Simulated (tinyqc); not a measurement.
Worked calculation: alloy A(1-x)B(x) by interpolation with bowing. Values are carried at full precision from step to step, so a last printed digit may differ when a step is redone from the rounded ones.

Each gap follows E(x) = (1 - x) E_A + x E_B - C x (1 - x); the lattice constant follows Vegard, a(x) = (1 - x) a_A + x a_B.

Constants: hc = 1239.841984 eV nm; kB = 8.617333262e-05 eV/K.

Inputs chosen for the exercise (A near GaP, B near GaAs; the results hold for these values, not for the real material):
- a = (5.453, 5.647) angstrom (lattice constant of A, B)
- x = 0.93 (fraction of B)
- Eg = (2.876, 1.496) eV (gap at Gamma to the s-like level of A, B)
- EgX = (2.346, 1.957) eV (gap to the lowest valley along Gamma-X of A, B)
- EgL = (2.731, 1.794) eV (gap to L of A, B)
- C = (0.167, 0.227, 0.157) eV (bowing of the Gamma, X and L gaps)
- Dso = (0.08, 0.341) eV (spin-orbit splitting of A, B)
- Ep = (31.5, 26) eV (Kane energy of A, B)
- me = (0.1287, 0.0661) m0 (electron mass at Gamma of A, B)
- Cs = 0 eV (bowing of Dso)
- md = (0.0693, 1, 0.67) m0 (density-of-states masses of Gamma, all X and all L valleys)
- T = 300 K (temperature)

## Gaps and lattice constant at x

Also give the wavelength hc/E of the lowest gap.

a(x) = 5.6334 angstrom

linear parts (eV): Gamma 1.5926, X 1.9842, L 1.8596

bowing terms C x (1 - x) (eV): Gamma 0.0109, X 0.0148, L 0.0102

gaps (eV): Gamma 1.5817, X 1.9695, L 1.8494

wavelength of the lowest gap = 783.9 nm

The lowest valley is Gamma, so the gap is direct; the next, L, lies 268 meV higher.

## Where the valleys cross

The difference of two gaps is a quadratic q2 x^2 + q1 x + q0 with q2 = C_i - C_j, q1 = (E_B - E_A - C)_i - (E_B - E_A - C)_j, q0 = E_A,i - E_A,j; give its roots between 0 and 1 (a dash: none).

Crossings:
```
pair         q2      q1      q0  first root  second root
Gamma-X  -0.060  -0.931   0.530      0.5498            -
Gamma-L   0.010  -0.453   0.145      0.3224            -
X-L       0.070   0.478  -0.385      0.7279            -
```

The lowest valley changes at x = 0.550 (X to Gamma, gap 2.076 eV). The other crossings lie above the lowest valley.

## Electron mass of the alloy

Mass at Gamma from the Kane formula 1/m = F + Ep (Eg + 2 Dso/3)/(Eg (Eg + Dso)). F is fixed by the masses of A and B and interpolated linearly, as is Ep; Eg and Dso carry their bowing.

Compare with the linear interpolation of the masses.

F of A, B: [-3.0839, -1.1757]

Ep, Eg, Dso at x (eV): [26.3850, 1.5817, 0.3227]

m(x) from the Kane formula = 0.0693 m0
m(x) linear = 0.0705 m0

The Kane value lies 1.7 % below the linear one.

## Shares of the electrons in the valleys

Non-degenerate: n_i proportional to md_i^(3/2) exp(-E_i/kT).

md^(3/2): Gamma 0.0182, X 1.0000, L 0.5484

(E - E_min)/kT: Gamma 0.00, X 15.00, L 10.35

shares: Gamma 0.999, X 0.000, L 0.001

Gamma holds most electrons (99.9 %).

## Checks

- The Gamma and X gaps at their crossing x = 0.5498 (eV): both 2.0759.
- The Gamma and L gaps at their crossing x = 0.3224 (eV): both 2.3946.
- The X and L gaps at their crossing x = 0.7279 (eV): both 2.0179.

Computed by tinyqc, a small Python program: `OMP_NUM_THREADS=1 python tinyqc.py 1081042 1081043 out.jsonl` (the numbers bound the seed that draws the inputs); one thread of a shared host (Intel(R) Xeon(R) Processor @ 2.30GHz), about 0.01 s for the whole set of steps.
